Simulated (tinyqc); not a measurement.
Worked calculation: FCI on RHF in the sto-3g basis, for H3+, spin multiplicity 1. One step of it, computed by the program tinyqc.

Task: FCI: roots. Diagonalise (each vector has its largest component positive (the first on a tie)); all determinants have Ms = 0, so triplets appear too. The lowest singlet root is the correlation energy.

Occupation strings over the orbitals (2 doubly, a alpha, b beta, 0 empty; spin orbitals ordered 1a 1b 2a 2b ...): 200 ab0 a0b ba0 b0a 020 0ab 0ba 002

H - E(HF) between determinants (hartree), lower triangle:
```
          200        ab0        a0b        ba0        b0a        020        0ab        0ba
200  0.000000
ab0  0.000000   0.881165
a0b  0.000000   0.000000   0.881760
ba0  0.000000  -0.144323   0.000000   0.881165
b0a  0.000000   0.000000  -0.144322   0.000000   0.881760
020  0.144323   0.028523  -0.079213  -0.028523   0.079213   1.854843
0ab  0.000000  -0.079213  -0.028491   0.079219   0.028493  -0.000020   1.719910
0ba  0.000000   0.079219   0.028493  -0.079213  -0.028491   0.000020  -0.067787   1.719910
002  0.144322  -0.028493   0.079132   0.028493  -0.079132   0.067787   0.000020  -0.000020

          002
002  1.855929
```

Give: lowest roots of this matrix, relative to E(HF); lowest vectors; <S^2> of these roots; weight of the ground state by excitation level 0, 1, 2, ....

Result:

lowest roots of this matrix, relative to E(HF) (hartree): -0.021  0.737  0.737  0.990  0.991  1.652  1.823  1.823

lowest vectors:
```
     root 1  root 2  root 3  root 4
200   0.995   0.000   0.000   0.000
ab0   0.000   0.707   0.000   0.692
a0b   0.000   0.000   0.707   0.000
ba0   0.000   0.707   0.000  -0.692
b0a   0.000   0.000   0.707   0.000
020  -0.074   0.000   0.000  -0.049
0ab   0.000   0.000   0.000   0.137
0ba   0.000   0.000   0.000  -0.137
002  -0.074   0.000   0.000   0.049
```

<S^2> of these roots: 0.000  2.000  2.000  0.000  0.000  2.000  0.000  0.000

weight of the ground state by excitation level 0, 1, 2, ...: 0.989  0.000  0.011
